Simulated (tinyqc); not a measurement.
# Longitudinal sound in a periodic multilayer: transfer matrices, stop bands and folded phonons, step by step

A worked calculation. Computed by tinyqc, a small Python program that keeps every step. Command: `OMP_NUM_THREADS=1 python tinyqc.py 3024822 3024823 out.jsonl multilayer walk`. One thread of a shared host (Intel(R) Xeon(R) Processor @ 2.30GHz), about 0.01 s of CPU time with the checks. Intermediate numbers are printed to about 6 digits and carried at full precision; extremes and crossings named in words are read from the listed rows.

Layers 1 and 2 repeat with period d = d_1 + d_2; waves travel normal to the layers, without loss. State vector (u, s): displacement u and stress divided by omega. Impedances Z = rho v are in 1e6 kg/(m^2 s).

Inputs (values chosen for the exercise, modelled on aluminium (layer 1), tungsten (layer 2) and silicon (substrate)):
```
quantity,value,unit
density rho_1,2.73,g/cm^3
velocity v_1,6490,m/s
thickness d_1,215,nm
density rho_2,19,g/cm^3
velocity v_2,5140,m/s
thickness d_2,175,nm
substrate density,2.33,g/cm^3
substrate velocity,8480,m/s
periods N,20,-
frequency f,3.44,GHz
```

## Impedances, mean velocity and Bragg frequency

Z = rho v; interface reflection r = (Z_2 - Z_1)/(Z_2 + Z_1) (stress amplitude, from 1 into 2); Bragg frequency f_B = 1/[2 (d_1/v_1 + d_2/v_2)]; long-wave velocity v_eff = d/sqrt[(d_1/v_1)^2 + (d_2/v_2)^2 + (Z_1/Z_2 + Z_2/Z_1)(d_1/v_1)(d_2/v_2)].

Z_1 = 17.7177

Z_2 = 97.66

Z of the substrate = 19.7584

interface reflection r = 0.692875

Bragg frequency f_B = 7.44329 GHz

long-wave velocity v_eff = 4186.48 m/s

## Transfer matrix of one period

A layer maps (u, s) by [[cos p, sin p/Z], [-Z sin p, cos p]], p = 2 pi f d_i/v_i; one period is M = M_2 M_1, and cos(q d) = trace(M)/2.

phase p_1 = 0.716031 rad

phase p_2 = 0.735891 rad

M:
```
,1,2
1,0.479263,0.0326462
2,-58.0755,-1.86941
```

trace(M)/2 = -0.695074

|trace/2| < 1: f lies in a pass band, with q d = 2.3393 rad (folded into 0 to pi).

## Transmission through N periods

For N periods A = M^N. A wave comes from a thick layer of material 1 and leaves into the substrate (Z_s): transmitted power T = 4 Z_1 Z_s/|Z_1 A_22 + Z_s A_11 - i (Z_1 Z_s A_12 - A_21)|^2, reflected power R = 1 - T.

A = M^N:
```
,1,2
1,-0.402718,0.0150360
2,-26.7480,-1.48446
```

transmitted power T = 0.636967

T in decibel = -1.95883 dB

## The first stop band

Gap m contains m f_B; its edges, where trace(M)/2 = (-1)^m, are found by root search. Weak-contrast estimate of the width: (4 f_B/pi) |r sin(m pi a)|, a = (d_1/v_1)/(d_1/v_1 + d_2/v_2).

lower edge = 3.81636 GHz

upper edge = 11.0682 GHz

width/f_B = 97.4275 %

transmitted power at f_B = 1.00575e-29

Caution: so small a transmitted power at f_B holds only for perfect layers and strictly normal incidence.

## The first four gaps

The formulas are those given above.

Stop bands (GHz):
```
m,lower edge,upper edge,width,weak-contrast estimate
1,3.8164,11.0682,7.25182,6.56492
2,14.7468,15.0290,0.28214,0.28207
3,18.7093,25.9443,7.23504,6.55280
4,29.4938,30.0578,0.56401,0.56363
```

With a = 0.493, gap 1 is the widest and gap 2 the narrowest: the layers are near a quarter wave each at f_B, so the even gaps almost close. The weak-contrast estimate misses the first width by -9.5 % at |r| = 0.69. Odd gaps open at the edge of the folded zone (q = pi/d), even ones at its centre.

## Mirror strength against the number of periods

The formulas are those given above.

Transmitted power:
```
N,T at f_B,T at f_B (dB),T at f
1,0.136662,-8.64352,0.259783
2,0.00482587,-23.1642,0.149656
3,1.59312e-04,-37.9775,0.274392
4,5.24738e-06,-52.8006,0.983474
6,5.69195e-09,-82.4474,0.150549
8,6.17418e-12,-112.094,0.924166
12,7.26467e-18,-171.388,0.835043
16,8.54775e-24,-230.681,0.734665
24,1.18338e-35,-349.269,0.549429
```

At f_B each further period removes 14.82 dB at large N, which is 20 log10 of the impedance ratio, 14.83 dB, as for a quarter-wave stack; 99 % reflection needs N = 2 among these rows. At f, in a pass band, T does not decay with N. Values below about 1e-6 belong to the ideal stack: roughness and scattering into other modes, left out here, set a floor in a real one.

Checks made by the program: trace against Rytov's formula cos p_1 cos p_2 - (1/2)(Z_1/Z_2 + Z_2/Z_1) sin p_1 sin p_2 (relative difference below 1e-10).
